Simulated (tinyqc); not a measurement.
Trap in a gate oxide as a short-range spherical well, step by step. Values are carried at full precision from step to step, so a last printed digit may differ when a step is redone from the rounded ones.

A spherical well of radius R and depth V0 below the conduction edge, one mass m, c = hbar^2/2m0. The s level at binding Et solves k cot(k R) = -kappa with k = sqrt(m (V0 - Et)/c), kappa = sqrt(m Et/c); it exists for V0 > Vc = c (pi/2R)^2/m. Outside, psi falls as exp(-kappa r)/r.

Constants: hbar^2/2m0 = 3.80998211 eV angstrom^2; fine-structure constant alpha = 0.007297352564; hc = 1239.841984 eV nm; kB = 8.617333262e-05 eV/K.

Parameters, chosen for this exercise (near those of SiO2 on Si; shifted at random, so the results belong to these values and not to a real crystal): R = 3.5 angstrom (radius of the well); V0 = 5.56 eV (depth of the well); m = 0.456 m0 (mass); n_r = 1.5 (refractive index); dEc = 3.17 eV (conduction offset to the channel); Fox = 4.9 MV/cm (oxide field, lowering levels away from the channel); t0 = 12 x 1e-11 s (time constant at the interface); T = 200 K (temperature); EF = -0.03 eV (Fermi level above the channel edge); x = 7 angstrom (depth of the trap).

## The bound level

Solve for Et; the share outside is [sin^2(kR)/(2 kappa)]/[sin^2(kR)/(2 kappa) + R/2 - sin(2kR)/(4k)].

Et = 2.1384 eV
k = 0.6399 1/angstrom
kappa = 0.5059 1/angstrom
share outside = 0.222
Vc = 1.683 eV

The well is 3.30 times the critical depth. Since dEt/dV0 equals the share inside, 0.78, a 1 % change of V0 moves Et by 2.0 %. The decay length is 2.0 angstrom, 0.6 times R.

## Peak of the photo-ionisation cross-section

Lucovsky model (delta well, plane-wave final states, no local-field factor): sigma = (32 pi alpha c/(3 n_r m Et)) (x - 1)^(3/2)/x^3, x = h nu/Et, c = hbar^2/2m0; 1 angstrom^2 = 1e-16 cm^2.

The maximum lies at x = 2. Give the photon energy, its wavelength and sigma there.

h nu = 4.277 eV
wavelength = 290 nm
sigma = 7.96 x 1e-18 cm^2

With 22 % of the state outside the well the delta-well form is only a rough model of this centre.

## Level, tunnelling time and occupation

Energies from the conduction edge of the channel. The trap level at depth x is E_T = dEc - Et - e Fox x (1 MV/cm = 0.01 eV/angstrom). An electron at the channel edge tunnels with the WKB exponent S = (4/3) sqrt(m/c) [dEc^(3/2) - (dEc - e Fox x)^(3/2)]/(e Fox), c = hbar^2/2m0; tau = t0 exp(S); the occupation is f = 1/(1 + exp((E_T - EF)/kB T)), tau_c = tau/f and tau_e = tau/(1 - f). Lattice relaxation is left out; a level below the channel edge needs phonons as well, so tau is then a lower bound, while a level above it can also empty elastically at its own energy, through a thinner barrier, faster than this tau.

Give E_T, S, tau and ln(tau_c/tau_e) = (E_T - EF)/kB T.

E_T = 0.689 eV
S = 8.386
tau = 5.26e-07 s
ln(tau_c/tau_e) = 41.7

The level lies 42 kB T above EF, so the trap is mostly empty. A flat barrier would give S = 2 sqrt(m dEc/c) x = 8.62.

## Checks

- Et from the radial equation on a grid against the matching condition, eV: both 2.14.

Computed by tinyqc, a small Python program: `OMP_NUM_THREADS=1 python tinyqc.py 1282317 1282318 out.jsonl` (the numbers bound the seed that draws the inputs); one thread of a shared host (Intel(R) Xeon(R) Processor @ 2.30GHz), about 0.01 s for the whole set of steps.
